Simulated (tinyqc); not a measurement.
Potential-pH (Pourbaix) lines of a metal, its cation, its oxide and an oxyanion, with a complexing ligand. From cation line with ligand back to log10 of the stability constant beta of ML. Computed by tinyqc, a small Python program. Command: `OMP_NUM_THREADS=1 python tinyqc.py 3017717 3017718 out.jsonl pourb inv`. One thread of a shared host (Intel(R) Xeon(R) Processor @ 2.30GHz), about 0.01 s of CPU time with the checks.

Potentials are against the standard hydrogen electrode; solids and water have unit activity; dG_f of M, H+ and the electron is zero; F = e N_A and s = R T ln(10)/F. The cation carries z = 2.

Inputs (values chosen for the exercise, modelled on nickel):

| quantity | value | unit |
|---|---|---|
| dG_f of the cation | -45.68 | kJ/mol |
| dG_f of the oxide | -212.49 | kJ/mol |
| dG_f of the oxyanion | -294.79 | kJ/mol |
| dG_f of water | -237.14 | kJ/mol |
| temperature T | 298.15 | K |
| log10 of the dissolved activity a | -3 | - |
| pH | 2.9 | - |
| pKa of HL | 9.3 | - |
| total ligand c_L | 0.0054 | mol/L |

Species: M, M2+, MO, MO2(2-).

Constants: R = 8.314462618 J/(mol K); e = 1.602176634e-19 C; N_A = 6.02214076e+23 1/mol.

Method. M2+ + 2e = M; MO + 2H+ + 2e = M + H2O; MO2(2-) + 4H+ + 2e = M + 2H2O. For each, E0 = -dG/(z F), and E = E0 + (s/z) log10 a - (s n_H/z) pH, with no activity term for the oxide. The free ligand is c_L/(1 + 10^(pKa - pH)) (ligand in excess); dissolved metal is a in all, so the free cation is a/alpha, alpha = 1 + beta [L]; the cation line drops by (s/z) log10 alpha.

Problem. A run gave the result below. Find the log10 of the stability constant beta of ML, known to lie between 6.6 and 19.

cation line with ligand = -0.4154636 V

Solution.

Each step takes the trial c = (a f_b - b f_a)/(f_b - f_a), f being the result less the target and a, b, c the logarithms of the listed values; c replaces end b, the old b replaces a if the sign of f changed, and otherwise f_a is halved.

Scan of the range:

| log10 of the stability constant beta of ML | cation line with ligand (V) |
|---|---|
| 6.60 | -0.325568 |
| 7.87 | -0.327359 |
| 9.39 | -0.349056 |
| 11.20 | -0.400404 |
| 13.40 | -0.465442 |
| 15.90 | -0.539391 |
| 19.00 | -0.631088 |

False position (Illinois rule, in the logarithm of the input) inside the bracket:

| step | end a | end b | trial | cation line with ligand (V) |
|---|---|---|---|---|
| 1 | 11.2000 | 13.4000 | 11.6749 | -0.414426 |
| 2 | 13.4000 | 11.6749 | 11.7077 | -0.415394 |
| 3 | 13.4000 | 11.7077 | 11.7120 | -0.415523 |
| 4 | 11.7077 | 11.7120 | 11.7100 | -0.415464 |
| 5 | 11.7120 | 11.7100 | 11.7100 | -0.415464 |

Cation line with ligand falls at every point of a 13-point scan of the range (every second point is shown), so one value fits; it is bracketed by 11.2 and 13.4. Answer: log10 of the stability constant beta of ML = 11.71.

Caution: the ligand is not in tenfold excess over the metal, as assumed.
